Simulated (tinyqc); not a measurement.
Edge bands of a zigzag ribbon: Kane-Mele model of a buckled honeycomb layer in a normal field.

Sublattices A and B lie at +/-b, so the field gives them the energies +/-D, D = e b Ez (in eV for b in angstrom and Ez in V/angstrom); 2 lam is the gap at zero field. Near the valleys tau = +/-1, for spin sz = +/-1: H = hbar v (tau qx sx + qy sy) + m sz_AB with m = D - tau sz lam, hbar v = (sqrt3/2) a t. On the lattice the spin-orbit term is the second-neighbour hopping i (lam/3 sqrt3) nu sz, nu = +/-1 by the sense of the turn. The filled band of one cone contributes tau sign(m)/2 to the Chern number, in the sense Omega = curl of i<u|grad u>. Rashba terms are left out.

Zigzag ribbon of N chains, sites A1, B1, A2, ...; k in 1/a. Bonds -2t cos(k/2) (A_n to B_n) and -t (B_n to A_(n+1)); diagonal +/-(D + 2 l2 sz sin k) on A and B; A_n to A_(n+1): -2 l2 sz sin(k/2), B_n to B_(n+1): the opposite; l2 = lam/(3 sqrt3).

Inputs chosen for the exercise: a = 2.95 angstrom (lattice constant); t = 0.94 eV (hopping); lam = 0.14 eV (spin-orbit half gap); b = 0.28 angstrom (half the buckling height); Ez = 0.25 V/angstrom (normal field at the atoms, after screening; 0.01 is 1 MV/cm, and gates reach some 0.05); N = 16 (chains).

The two middle levels for each spin, and the weight of the upper one on the half of the ribbon that holds A1.

Middle levels (meV):
```
k/pi  up, lower  up, upper  up, weight  down, lower  down, upper  down, weight
0.6    -302.459    302.459        0.64     -231.414      231.414          0.43
0.7    -202.136    202.136        0.91      -70.793       70.793          0.15
0.8    -164.048    164.048        1.00      -24.874       24.874          0.00
0.9    -119.193    119.193        1.00      -19.918       19.918          1.00
1.0     -69.544     69.544        1.00      -69.544       69.544          1.00
1.1     -19.918     19.918        1.00     -119.193      119.193          1.00
1.2     -24.874     24.874        0.00     -164.048      164.048          1.00
1.3     -70.793     70.793        0.15     -202.136      202.136          0.91
1.4    -231.414    231.414        0.43     -302.459      302.459          0.64
```

What can be read from this table?

For spin up the upper level changes from one edge to the other between k/pi = 1.1 and 1.2: the two edge bands cross there and each joins valence to conduction band. Spin down mirrors this about k = pi, so each edge carries a counter-moving pair. At k = pi the levels are -69.544 and 69.544 meV, with D = 70.000 meV and lam = 140 meV.

Run: tinyqc, `OMP_NUM_THREADS=1 python tinyqc.py 1482261 1482262 out.jsonl`; Intel(R) Xeon(R) Processor @ 2.30GHz, one thread, shared host; about 0.01 s of CPU time with all checks.
